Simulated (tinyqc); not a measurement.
Gated two-dimensional channel with two bands, quantum capacitance: two steps of the calculation.

phi is the Fermi level above the lowest band edge, in volts; Vg is counted from the gate voltage at which an empty channel would have phi = 0. The channel has no thickness; trap charge is -q Dit phi.

Inputs (values chosen for the exercise); lowest band close to that of a thin silicon body: temperature T = 150 K; relative permittivity of the gate insulator (close to aluminium oxide) eox = 8.73; insulator thickness tox = 9.6 nm; in-plane mass md = 0.199 m0; valley degeneracy gv = 2; in-plane mass of a second band, chosen freely m2 = 0.32 m0; valley degeneracy of that band, chosen freely g2 = 4; second band edge above the first E2 = 0.21 eV; density of traps Dit = 0 cm^-2 eV^-1; gate voltage Vg = 0.81 V.

Constants: q = 1.602176634e-19 C, kB = 1.380649e-23 J/K, hbar = 1.054571817e-34 J s, m0 = 9.1093837015e-31 kg, Vt = kB T/q, eps0 = 8.8541878128e-14 F/cm where lengths are in cm. Results are converted to the units shown.

Question 1. Gate capacitance. Cox = eps0 eox/tox.

Find: Cox.

Answer 1.

Cox = 0.8052 uF/cm^2

Question 2. New phi. D1 = gv md m0 q/(pi hbar^2), D2 = g2 m2 m0 q/(pi hbar^2) per eV; n1 = D1 Vt ln(1 + exp(phi/Vt)), n2 = D2 Vt ln(1 + exp((phi - E2)/Vt)), n = n1 + n2; Cq = q dn/dphi = q [D1/(1 + exp(-phi/Vt)) + D2/(1 + exp((E2 - phi)/Vt))]. Newton: f = phi + q (n + Dit phi)/Cox - Vg, phi(new) = phi - f/(1 + (Cq + q Dit)/Cox).

phi at the start = 0.81 V
Cox = 0.80517770 uF/cm^2

Give: n1; n2; Cq; f; phi after iteration 1.

Answer 2.

n1 = 1.347e14 cm^-2
n2 = 3.208e14 cm^-2
Cq = 112.3 uF/cm^2
f = 90.63 V
phi after iteration 1 = 0.1648 V

Program tinyqc, `OMP_NUM_THREADS=1 python tinyqc.py 2200015 2200016 out.jsonl`; Intel Xeon 2.30GHz, shared host, one thread, about 0.01 s.
